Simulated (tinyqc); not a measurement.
Worked calculation: RHF in the sto-6g basis, for BeH2, spin multiplicity 1. One step of it, computed by the program tinyqc.

Problem. Iteration 2: diagonalisation and new density. Diagonalise F' = X^T F X, C = X C', fill 3 alpha and 3 beta electrons from the bottom; D = 2 C_occ C_occ^T. Each column has its largest component positive (the first on a tie).

extrapolated F (hartree), order 1Be 1s, 1Be 2s, 1Be 2px, 1Be 2py, 1Be 2pz, 2H 1s, 3H 1s:
```
[[-4.426037, -1.221641, 0.022591, -0.012571, -0.015010, -0.266274, -0.265558],
 [-1.221641, -0.479229, -0.037732, -0.011211, 0.023107, -0.311753, -0.332139],
 [0.022591, -0.037732, 0.253875, 0.008668, 0.033287, -0.032363, -0.055944],
 [-0.012571, -0.011211, 0.008668, -0.118616, 0.105956, -0.299607, 0.273158],
 [-0.015010, 0.023107, 0.033287, 0.105956, 0.186171, 0.086442, -0.027701],
 [-0.266274, -0.311753, -0.032363, -0.299607, 0.086442, -0.289677, -0.020897],
 [-0.265558, -0.332139, -0.055944, 0.273158, -0.027701, -0.020897, -0.197341]]
```

X, order 1Be 1s, 1Be 2s, 1Be 2px, 1Be 2py, 1Be 2pz, 2H 1s, 3H 1s:
```
[[1.027271, -0.148168, 0.000000, 0.000000, -0.001617, 0.018327, 0.018327],
 [-0.148168, 1.198681, 0.000000, 0.000000, 0.018349, -0.263945, -0.263945],
 [0.000000, 0.000000, 1.000000, 0.000000, 0.000000, 0.000000, 0.000000],
 [0.000000, 0.000000, 0.000000, 1.286718, 0.000000, -0.369810, 0.369810],
 [-0.001617, 0.018349, 0.000000, 0.000000, 1.001945, -0.028081, -0.028081],
 [0.018327, -0.263945, 0.000000, -0.369810, -0.028081, 1.229690, -0.076003],
 [0.018327, -0.263945, 0.000000, 0.369810, -0.028081, -0.076003, 1.229690]]
```

Give: F' = X^T F X; orbital energies; coefficients C; D after iteration 2.

Solution.

F' = X^T F X (hartree):
```
[[-4.3260, -0.6638, 0.0271, -0.0132, -0.0200, -0.0291, -0.0305],
 [-0.6638, -0.0222, -0.0247, -0.0223, 0.0304, -0.2382, -0.3068],
 [0.0271, -0.0247, 0.2539, 0.0024, 0.0351, -0.0293, -0.0537],
 [-0.0132, -0.0223, 0.0024, 0.2878, 0.0939, -0.3926, 0.3985],
 [-0.0200, 0.0304, 0.0351, 0.0939, 0.1846, 0.0588, -0.0155],
 [-0.0291, -0.2382, -0.0293, -0.3926, 0.0588, -0.0143, -0.0862],
 [-0.0305, -0.3068, -0.0537, 0.3985, -0.0155, -0.0862, 0.1243]]
```

orbital energies (hartree): [-4.4285, -0.3969, -0.3385, 0.1886, 0.2719, 0.3987, 0.7927]

coefficients C, order 1Be 1s, 1Be 2s, 1Be 2px, 1Be 2py, 1Be 2pz, 2H 1s, 3H 1s:
```
[[0.9935, -0.1174, -0.1532, -0.0184, 0.0559, -0.2215, 0.0340],
 [0.0260, 0.2782, 0.4267, 0.0248, -0.2311, 1.1169, -0.1919],
 [-0.0047, 0.0586, 0.0910, -0.4003, 0.8986, 0.1420, -0.0205],
 [0.0048, 0.3315, -0.3044, -0.0204, -0.0105, 0.2534, 1.2891],
 [0.0034, -0.1950, 0.0461, 0.8914, 0.3829, 0.1484, 0.0491],
 [-0.0056, 0.6577, 0.0035, 0.1835, 0.1518, -0.8247, -0.7458],
 [-0.0011, 0.0012, 0.5918, -0.0698, 0.0276, -0.6058, 1.0013]]
```

D after iteration 2, order 1Be 1s, 1Be 2s, 1Be 2px, 1Be 2py, 1Be 2pz, 2H 1s, 3H 1s:
```
[[2.0485, -0.1444, -0.0509, 0.0250, 0.0384, -0.1665, -0.1839],
 [-0.1444, 0.5203, 0.1100, -0.0750, -0.0690, 0.3687, 0.5056],
 [-0.0509, 0.1100, 0.0235, -0.0166, -0.0145, 0.0777, 0.1078],
 [0.0250, -0.0750, -0.0166, 0.4052, -0.1574, 0.4339, -0.3594],
 [0.0384, -0.0690, -0.0145, -0.1574, 0.0803, -0.2562, 0.0541],
 [-0.1665, 0.3687, 0.0777, 0.4339, -0.2562, 0.8651, 0.0057],
 [-0.1839, 0.5056, 0.1078, -0.3594, 0.0541, 0.0057, 0.7004]]
```
